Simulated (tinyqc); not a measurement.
Worked calculation: Hubbard chain of 4 sites. Computed by tinyqc, a small Python program that keeps every step. Settings: hopping = 0.92, U = 11.3, mixing = 1, iteration cap = 85. Command: `OMP_NUM_THREADS=1 python tinyqc.py 22404 22405 out.jsonl` (the two numbers bound the seeds that draw the settings). One thread of a shared host (Intel(R) Xeon(R) Processor @ 2.60GHz), about 0.2 s of CPU time with the checks. Later iterations appear only in the table of the cycle.

## Mean-field iteration 1

one-body matrix (hopping and site energies) (eV), lower triangle:
```
,1,2,3,4
1,0.000000
2,-0.920000,0.000000
3,0.000000,-0.920000,0.000000
4,0.000000,0.000000,-0.920000,0.000000
```

U = 11.300000 eV

electrons, up and down: 2  2

mixing = 1

n(up) at the start (a guess, not normalised): 1 0.800000, 2 0.200000, 3 0.800000, 4 0.200000

n(down) at the start (a guess): 1 0.200000, 2 0.800000, 3 0.200000, 4 0.800000

H(up) = T + U n(down), H(down) = T + U n(up); fill the lowest levels; n(new) = n + mixing (n(out) - n); E = tr T (rho up + rho down) + U sum n_up n_down of the output.

levels, up (eV): 1.947568  2.212647  9.087353  9.352432

levels, down (eV): 1.947568  2.212647  9.087353  9.352432

energy = -0.305917 eV

n(up) after iteration 1: 1 0.983354, 2 0.032435, 3 0.967565, 4 0.016646

n(down) after iteration 1: 1 0.016646, 2 0.967565, 3 0.032435, 4 0.983354

## Mean-field iteration 2

As before.

levels, up (eV): 0.068042  0.252915  11.047085  11.231958

levels, down (eV): 0.068042  0.252915  11.047085  11.231958

energy = -0.446944 eV

n(up) after iteration 2: 1 0.992977, 2 0.014126, 3 0.985874, 4 0.007023

n(down) after iteration 2: 1 0.007023, 2 0.985874, 3 0.014126, 4 0.992977

## Mean-field iteration 3

As before.

levels, up (eV): -0.069056  0.081528  11.218472  11.369056

levels, down (eV): -0.069056  0.081528  11.218472  11.369056

energy = -0.447416 eV

n(up) after iteration 3: 1 0.993355, 2 0.013250, 3 0.986750, 4 0.006645

n(down) after iteration 3: 1 0.006645, 2 0.986750, 3 0.013250, 4 0.993355

## Convergence

Each step fills the lowest levels of T + U n(other spin) and sets n(new) = n + mixing (n(out) - n); stop when output and input agree to 1e-8.

Course of the cycle:
```
iteration,E (eV),largest |n(out) - n(in)|,mean |n_up - n_down|
1,-0.30591749,1.83e-01,0.950919
2,-0.44694398,1.83e-02,0.978851
3,-0.44741601,8.76e-04,0.980105
4,-0.44741696,3.88e-05,0.980160
5,-0.44741696,1.71e-06,0.980162
6,-0.44741696,7.50e-08,0.980162
7,-0.44741696,3.30e-09,0.980162
```

local moments n_up - n_down: 1 0.986743, 2 -0.973581, 3 0.973581, 4 -0.986743

Converged in 7 iterations. Before convergence this energy mixes input and output and is not variational, so it may rise towards its limit.

## Exact diagonalisation (36 states)

Lowest levels of the sector, and the double occupancy of the lowest state.

lowest levels (eV): -0.691170  -0.498797  -0.293867  -0.188626  -0.087132  0.000000

double occupancy per site = 0.014542

The mean-field solution above lies 0.2438 eV above the exact energy.

## The lowest level by Lanczos steps

From a random start vector (not printed): a_j = <q_j|H|q_j>, b_j = norm of the remainder after orthogonalising; the Ritz value is the lowest eigenvalue of the tridiagonal matrix of a and b so far.

Lanczos:
```
j,a_j (eV),b_j (eV),lowest Ritz value (eV)
1,10.431217,6.116307,10.43121679
2,12.259496,9.473526,5.16111321
3,10.000005,2.776029,-0.13553335
4,11.701026,2.266768,-0.39429196
5,6.835029,8.887183,-0.41045591
6,13.767732,6.152834,-0.47595850
7,13.544507,1.042175,-0.67346812
8,12.137116,7.358529,-0.67639145
9,12.384038,8.749703,-0.67781194
10,9.400129,1.393773,-0.68667853
```
